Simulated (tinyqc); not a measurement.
What each integral does: Slater-Koster d bands of an fcc metal.

Parameters, chosen for this exercise (out of a larger set: of the size met in Ni; not measured data):
```
symbol  value   unit  meaning
dds     -0.407  eV    dd sigma
ddp     0.195   eV    dd pi
ddd     -0.065  eV    dd delta
```

Levels at Gamma, E(t2g) = 3 dds + 4 ddp + 5 ddd, E(eg) = 1.5 dds + 6 ddp + 4.5 ddd, and W = sqrt(12 mu2), the width of a rectangular band with the same second moment mu2 = z (dds^2 + 2 ddp^2 + 2 ddd^2)/5, z = 12.

One parameter was then changed.

Results before and after:
```
case,t2g (eV),eg (eV),W (eV)
base,-0.7660,0.2670,2.6841
changed,-0.9490,0.1755,2.9566
```

Which of these changes was made? (a) ddd = -0.0747 eV; (b) dds = -0.468 eV; (c) ddp = 0.1658 eV.
Answer: (b) dds = -0.468 eV. Of the candidates, run in turn, only this one gives the changed row.

All candidates:
```
case,t2g (eV),eg (eV),W (eV)
base,-0.7660,0.2670,2.6841
dds = -0.468 eV,-0.9490,0.1755,2.9566
ddp = 0.1658 eV,-0.8828,0.0918,2.5686
ddd = -0.0747 eV,-0.8145,0.2233,2.6986
```

The ratio of the shifts of t2g and eg names the integral: 3 : 1.5 for dds, 4 : 6 for ddp, 5 : 4.5 for ddd.

Computed by tinyqc, a small Python program: `OMP_NUM_THREADS=1 python tinyqc.py 1450337 1450338 out.jsonl` (the numbers bound the seed that draws the inputs); one thread of a shared host (Intel(R) Xeon(R) Processor @ 2.30GHz), about 0.03 s for the whole set of steps.
